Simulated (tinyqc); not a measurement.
# Changing the liner thickness t

Model: size effects in the resistivity of thin metal films and interconnect lines. Computed by tinyqc, a small Python program. Command: `OMP_NUM_THREADS=1 python tinyqc.py 3000731 3000732 out.jsonl size sweep`. One thread of a shared host (Intel(R) Xeon(R) Processor @ 2.30GHz), about 0.01 s of CPU time with the checks.

Electrons lose their drift at surfaces (a share 1 - p of the hits) and at grain boundaries (reflection R), besides bulk scattering. The line sits in a trench with a non-conducting liner on both walls and the bottom; the spacing equals the drawn width.

Inputs (values chosen for the exercise, modelled on silver):

| quantity | value | unit |
|---|---|---|
| bulk resistivity rho_b | 1.59 | microohm cm |
| bulk mean free path lambda | 55.3 | nm |
| specularity p | 0.74 | - |
| grain-boundary reflection R | 0.34 | - |
| drawn line width w | 8.1 | nm |
| grain size over metal width | 1.2 | - |
| aspect ratio (height over width) | 1.8 | - |
| line length | 3.3 | micrometre |
| permittivity of the dielectric k | 3.9 | - |

Geometry: line.

Constants: eps_0 = 8.8541878128e-12 F/m.

Method:
- Metal width w_m = w - 2t, height h_m = (aspect ratio) w - t, grain size D = (ratio) w_m.
- Mayadas-Shatzkes: alpha = (lambda/D) R/(1 - R); rho_b/rho = 1 - 3 alpha/2 + 3 alpha^2 - 3 alpha^3 ln(1 + 1/alpha).
- Fuchs-Sondheimer film: rho_b/rho = 1 - (3/(2 kappa))(1 - p) int_0^1 (s - s^3)(1 - exp(-kappa/s))/(1 - p exp(-kappa/s)) ds, f = rho/rho_b, kappa = thickness/lambda, 80 Gauss-Legendre points.
- Line: the excess of a film of thickness w_m and of a film of thickness h_m are added, rho/rho_b = 1 + (f(w_m) - 1) + (f(h_m) - 1), an estimate that holds best when both sides exceed lambda.
- Total: rho = rho_b [1 + surface excess + grain excess]; resistance per length rho/(w_m h_m); capacitance per length C = 2 k eps_0 (aspect ratio + 1/2), a parallel-plate estimate for two neighbours plus a fixed term for the planes above and below; delay 0.38 R C L^2; effective resistivity per drawn area.

One run for each value:

| liner thickness t (nm) | resistance per length (ohm/micrometre) | share of the trench filled by metal (%) | resistivity rho (microohm cm) |
|---|---|---|---|
| 0.20 | 889 | 93.76 | 9.84 |
| 0.56 | 1086 | 82.86 | 10.62 |
| 0.91 | 1345 | 72.69 | 11.55 |
| 1.30 | 1760 | 61.85 | 12.85 |
| 1.60 | 2222 | 53.86 | 14.13 |
| 2.00 | 3181 | 43.67 | 16.41 |
| 2.30 | 4369 | 36.39 | 18.78 |
| 2.70 | 7342 | 27.16 | 23.55 |

Over the rows, resistance per length (ohm/micrometre) rises from 889 to 7340 (exponent d ln y / d ln x 0.19 between the first rows and 3.2 between the last); share of the trench filled by metal (%) falls from 93.8 to 27.2 (exponent d ln y / d ln x -0.12 between the first rows and -1.8 between the last); resistivity rho (microohm cm) rises from 9.84 to 23.6 (exponent d ln y / d ln x 0.074 between the first rows and 1.4 between the last). A thicker liner costs twice: less area, and a narrower core with more surface and grain scattering.

Caution (all rows): for lines much narrower than lambda adding the two film terms and the grain term underestimates the resistivity.

Extremes, crossings and ranges named in words are read from the listed rows.
